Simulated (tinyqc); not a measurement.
What each parameter does: localisation in a chain with random site energies (transfer matrices).

Hopping -t; leads with site energy 0, E = -2t cos(ka). psi_(j+1) = ((e_j - E)/t) psi_j - psi_(j-1), a product of matrices M_j = [[(e_j - E)/t, -1], [1, 0]]. For M = M_N ... M_1 the transmission is T = 4 sin^2(ka)/|M21 - M12 + M22 exp(ika) - M11 exp(-ika)|^2. Long samples draw e_j = W (x_j/2147483647 - 1/2) from x_j = 16807 x_(j-1) mod 2147483647, starting at x0. The localisation length xi, in sites, is defined by ln T = -2N/xi on average; weak disorder gives xi = 24 (4t^2 - E^2)/W^2, and the mean free path for backscattering is xi/2.

Numerical xi = N/ln sqrt(psi_(N+1)^2 + psi_N^2) for N = 20000 sites from psi_1 = 1, psi_0 = 0; its statistical error is about xi sqrt(xi/N).

Values chosen for the exercise: t = 1.99 eV (hopping); E = -2.08 eV (energy); W = 2.59 eV (full width of the disorder); x0 = 8218 (start of the number sequence).

Numerical and weak-disorder xi.

One parameter was then changed.

Results before and after:
```
case     numerical xi (sites)  weak-disorder xi (sites)
base                    39.95                     41.19
changed                 27.50                     28.61
```

Which of these changes was made? (a) t = 2.288 eV; (b) E = -1.46 eV; (c) W = 3.108 eV; (d) x0 = 8219.
Answer: (c) W = 3.108 eV. Of the candidates, run in turn, only this one gives the changed row.

All candidates:
```
case          numerical xi (sites)  weak-disorder xi (sites)
base                         39.95                     41.19
t = 2.288 eV                 57.83                     59.44
E = -1.46 eV                 47.44                     49.05
W = 3.108 eV                 27.50                     28.61
x0 = 8219                    39.42                     41.19
```

A new x0 is another sample of the same disorder; its shift is one draw of the statistical scatter, about xi sqrt(xi/N); the other rows share one sample, so their errors are correlated.

Run: tinyqc, `OMP_NUM_THREADS=1 python tinyqc.py 1480252 1480253 out.jsonl`; Intel(R) Xeon(R) Processor @ 2.30GHz, one thread, shared host; about 0.04 s of CPU time with all checks.
